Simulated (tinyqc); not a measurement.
Ellipsometry and reflectance of a transparent film on an absorbing substrate: two steps of the calculation.

Air (index 1), film, substrate with N2 = n2 - i k2; time factor exp(+i w t). q_j = sqrt(N_j^2 - sin^2 th), root with positive real part. Fresnel coefficients r_s = (q_a - q_b)/(q_a + q_b), r_p = (N_b^2 q_a - N_a^2 q_b)/(N_b^2 q_a + N_a^2 q_b). tan(Psi) exp(i Delta) = R_p/R_s, Delta taken from 0 to 360 degrees.

Inputs (values chosen for the exercise); indices close to those of silicon dioxide on silicon:
- lam = 546.1 nm (wavelength)
- th = 75 degrees (angle of incidence)
- n1 = 1.469 (index of the transparent film)
- d = 28 nm (film thickness)
- n2 = 4.086 (index of the substrate)
- k2 = 0.031 (extinction coefficient of the substrate)

Problem 1. Interface coefficients and thickness period. q0, q1, q2 and the coefficients r01 and r12 for p and s; the results repeat in d with the period lam/(2 q1).

Wanted: q0; q1; q2; r01,p; r01,s; r12,p; r12,s; period.

Solution 1.

q0 = 0.25882
q1 = 1.1068
q2 = 3.9702-0.0319i
r01,p = -0.32922
r01,s = -0.62094
r12,p = 0.36645-0.00309i
r12,s = -0.56402+0.00274i
period = 246.71 nm

Problem 2. Psi, Delta and reflectances. beta = 2 pi d q1/lam, X = exp(-2 i beta), R = (r01 + r12 X)/(1 + r01 r12 X) for p and s.

q1 = 1.1067738
r01,p = -0.32922236
r01,s = -0.62094259
r12,p = 0.36645246-0.00308962i
r12,s = -0.56401925+0.00273975i

Find: beta; X; R_p; R_s; Psi; Delta; |R_p|^2; |R_s|^2.

Solution 2.

beta = 0.35655 rad
X = 0.75633-0.65419i
R_p = -0.08216-0.25898i
R_s = -0.85266+0.13815i
Psi = 17.461 degrees
Delta = 81.601 degrees
|R_p|^2 = 0.073819
|R_s|^2 = 0.74611

The bare substrate gives Psi = 2.771 and Delta = 175.25 degrees.

tinyqc, about 0.4 s, one thread, Intel Xeon 2.30GHz (shared host): `OMP_NUM_THREADS=1 python tinyqc.py 2870156 2870157 out.jsonl`
